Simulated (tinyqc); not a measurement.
# Energy and delay of logic against supply voltage: optimum supplies against the threshold voltage at zero drain bias

One expression serves below and above threshold: I(Vg) = Ik [ln(1 + exp((Vg - VT + dd V)/(al nf Vt)))]^al, with I_on = I(V) and I_off = I(0). Gate delay td = kd C V/I_on, clock period LD td. Per gate and cycle the switching energy is act C V^2 and the leakage energy I_off V LD td. No short-circuit current, no variation. Minima are sought above 0.09 V; below a few Vt gates no longer switch and the model has no meaning.

V_min minimises the energy and V_EDP the product of energy and td.

Inputs (values chosen for the exercise); values of the order met in logic technologies: temperature T = 358 K; slope factor nf = 1.16; barrier lowering per volt of supply dd = 0.07; specific current of a gate Ik = 0.36 uA; exponent of the current law al = 1.28; load capacitance of a gate C = 1.1 fF; delay factor kd = 0.6; logic depth LD = 40; activity factor act = 0.2.

Constants: q = 1.602176634e-19 C, kB = 1.380649e-23 J/K, Vt = kB T/q. Results are converted to the units shown.

Result of one run:

| VT (V) | V_min (V) | energy at V_min (aJ) | leakage share (%) | clock at V_min (MHz) | V_EDP (V) | clock at V_EDP (GHz) |
|---|---|---|---|---|---|---|
| 0.25 | 0.1853 | 13.67 | 44.73 | 14.44 | 0.4098 | 0.2045 |

What becomes of these results when the threshold voltage at zero drain bias VT is changed from 0.25 to 0.35 V, all else the same?

Result of the changed run:

| VT (V) | V_min (V) | energy at V_min (aJ) | leakage share (%) | clock at V_min (MHz) | V_EDP (V) | clock at V_EDP (GHz) |
|---|---|---|---|---|---|---|
| 0.35 | 0.1886 | 12.77 | 38.74 | 1.122 | 0.5694 | 0.2204 |

The whole series:

| VT (V) | V_min (V) | energy at V_min (aJ) | leakage share (%) | clock at V_min (MHz) | V_EDP (V) | clock at V_EDP (GHz) |
|---|---|---|---|---|---|---|
| 0.15 | 0.1601 | 20.09 | 71.92 | 80.07 | 0.2977 | 0.2449 |
| 0.2 | 0.1790 | 15.50 | 54.52 | 40.05 | 0.3442 | 0.2113 |
| 0.25 | 0.1853 | 13.67 | 44.73 | 14.44 | 0.4098 | 0.2045 |
| 0.3 | 0.1877 | 13.01 | 40.39 | 4.242 | 0.4879 | 0.2112 |
| 0.35 | 0.1886 | 12.77 | 38.74 | 1.122 | 0.5694 | 0.2204 |
| 0.4 | 0.1889 | 12.69 | 38.16 | 0.2841 | 0.6513 | 0.2291 |
| 0.45 | 0.1890 | 12.67 | 37.96 | 0.07083 | 0.7332 | 0.2370 |
| 0.5 | 0.1890 | 12.66 | 37.89 | 0.01756 | 0.8148 | 0.2442 |
| 0.55 | 0.1891 | 12.66 | 37.87 | 0.004347 | 0.8964 | 0.2509 |

As VT goes from 0.15 to 0.55, V_min rises from 0.160 to 0.189 V, the energy there falls from 20.1 to 12.7 aJ, the clock there falls from 80.1 to 0.00435 MHz and V_EDP rises from 0.298 to 0.896 V. V_min lies below VT for VT = 0.2, 0.25, 0.3, 0.35, 0.4, 0.45, 0.5, 0.55 V. As VT grows, I_on too becomes a subthreshold current, VT cancels more and more from the energy, and it mainly sets the clock.

Computed by the program tinyqc: `OMP_NUM_THREADS=1 python tinyqc.py 2082015 2082016 out.jsonl`, one thread of a shared Intel Xeon 2.30GHz, about 0.01 s for the whole run.
